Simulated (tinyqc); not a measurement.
Surface potential of a MOS transistor: implicit equation and explicit approximations: one step of the calculation.

p-type body, charge-sheet picture, depletion and inversion only, full ionisation (an idealisation for deep acceptors), Boltzmann statistics (rough once Na exp(x - xn) passes about Nc/7). In units of Vt: xg = (Vg - Vfb)/Vt, x = psi/Vt, G = gamma/sqrt(Vt), xn = (2 phiF + Vc)/Vt. The implicit equation is (xg - x)^2 = G^2 [x - 1 + exp(x - xn)] for x above about 3. Cox = eps0 eox/tox.

Task. Scales. ni = sqrt(Nc Nv) exp(-Eg/(2 Vt)), Eg in volts; phiF = Vt ln(Na/ni); gamma = sqrt(2 q eps0 eps_r Na)/Cox; VT = Vfb + Vt (xn + G sqrt(xn - 1)).

Parameters, values chosen for the exercise; band and dielectric values close to those of 4H silicon carbide: temperature T = 350 K; band gap Eg = 3.24 eV; relative permittivity eps_r = 9.86; conduction-band density of states at T Nc = 2.18e19 cm^-3; valence-band density of states at T Nv = 3.1e19 cm^-3; relative permittivity of the gate insulator (close to silicon dioxide) eox = 3.9; insulator thickness tox = 11 nm; acceptor density Na = 1.3e16 cm^-3; flat-band voltage Vfb = -0.77 V; channel-body voltage Vc = 0.2 V; gate-body voltage Vg = 2.26 V.

Constants: q = 1.602176634e-19 C, kB = 1.380649e-23 J/K, Vt = kB T/q, eps0 = 8.8541878128e-14 F/cm where lengths are in cm. Results are converted to the units shown.

Find: phiF; gamma; G; xn; VT; xg.

Result.

phiF = 1.3908 V
gamma = 0.19210 V^0.5
G = 1.1061
xn = 98.854
VT = 2.5415 V
xg = 100.46

Program tinyqc, `OMP_NUM_THREADS=1 python tinyqc.py 2122120 2122121 out.jsonl`; Intel Xeon 2.30GHz, shared host, one thread, about 0.01 s.
